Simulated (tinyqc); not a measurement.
# Changing the temperature T

Model: concentration-dependent dopant diffusion with charged defects and the built-in field. Computed by tinyqc, a small Python program. Command: `OMP_NUM_THREADS=1 python tinyqc.py 3028885 3028886 out.jsonl extrinsic sweep`. One thread of a shared host (Intel(R) Xeon(R) Processor @ 2.30GHz), about 0.8 s of CPU time with the checks.

A constant source C_s feeds a half space. The dopant moves through neutral point defects and through charged ones, whose number grows with the majority carrier density n.

Inputs (values chosen for the exercise, modelled on phosphorus in silicon):
```
quantity                        value    unit
neutral prefactor D0x             3.9  cm^2/s
neutral activation energy E0     3.64      eV
singly charged prefactor D01     3.93  cm^2/s
activation energy E1             3.99      eV
doubly charged prefactor D02     39.5  cm^2/s
activation energy E2             4.36      eV
surface concentration C_s     1.4e+20  1/cm^3
junction level C_B            2.6e+16  1/cm^3
time t                            140       s
```

Field enhancement: on.

Constants: k_B = 8.617333262e-05 eV/K.

Method:
- n_i = 3.87e16 T^1.5 exp(-7014/T) per cm^3 (T in kelvin, an empirical form); each D = prefactor x exp(-E/(k_B T)); the intrinsic diffusivity D_i is their sum.
- Temperatures in kelvin are T(C) + 273.15.
- n = C/2 + sqrt(C^2/4 + n_i^2); D(C) = h [Dx + D1 (n/n_i) + D2 (n/n_i)^2], h = 1 + C/sqrt(C^2 + 4 n_i^2).
- With y = x/sqrt(D_s t), u = C/C_s and q = -(D/D_s) du/dy: du/dy = -q D_s/D, dq/dy = -(y/2) q D_s/D, u(0) = 1. The surface flux q(0) is shot so that u tends to 0 (LSODA, an adaptive multistep solver, relative tolerance 1e-10). Dose Q = 2 q(0) C_s sqrt(D_s t).
- The junction lies where C = C_B.

One run for each value:
```
temperature T (C)  junction depth x_j (nm)  enhancement D_s/D_i  n_i (1/cm^3)  intrinsic diffusivity D_i (cm^2/s)
850                                  14.66               32.824    2.8264e+18                          1.8700e-16
900                                  30.15               23.979    3.9372e+18                          9.3497e-16
950                                  59.00               18.037    5.3521e+18                          4.1036e-15
1000                                110.32               13.939    7.1191e+18                          1.6057e-14
1050                                197.98               11.047    9.2883e+18                          5.6752e-14
1150                                571.75                7.425    1.5037e+19                          5.4559e-13
```

Give the missing row, temperature T (C) = 1100.

Computed row:
```
temperature T (C)  junction depth x_j (nm)  enhancement D_s/D_i  n_i (1/cm^3)  intrinsic diffusivity D_i (cm^2/s)
1100                                342.25                8.960    1.1910e+19                          1.8323e-13
```

Interpolating between the two neighbouring rows (linearly) misses most in intrinsic diffusivity D_i (cm^2/s), by 64 %. Over the rows, junction depth x_j (nm) rises from 14.7 to 572; enhancement D_s/D_i falls from 32.8 to 7.42. The enhancement drops as T rises, because n_i grows relative to C_s.

Caution (all rows): at such concentrations dopants can cluster or exceed their solubility; the active fraction and the diffusivity then fall below the model. Caution (all rows): heavily doped phosphorus shows a kink and a deep tail, which this model leaves out.
